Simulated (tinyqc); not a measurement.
## Ionisation constants from two fields

Problem. alpha_n = an exp(-bn/E). Find bn and an.

alpha_n at 243 and 427 kV/cm (1/cm): [4060.9117, 36609.468]

Answer. ln alpha is a straight line in 1/E with slope -bn and intercept ln an.

bn = 1.240e6 V/cm
an = 6.680e5 1/cm

Computed by the program tinyqc: `OMP_NUM_THREADS=1 python tinyqc.py 2120064 2120065 out.jsonl`, one thread of a shared Intel Xeon 2.30GHz, about 0.06 s for the whole run.
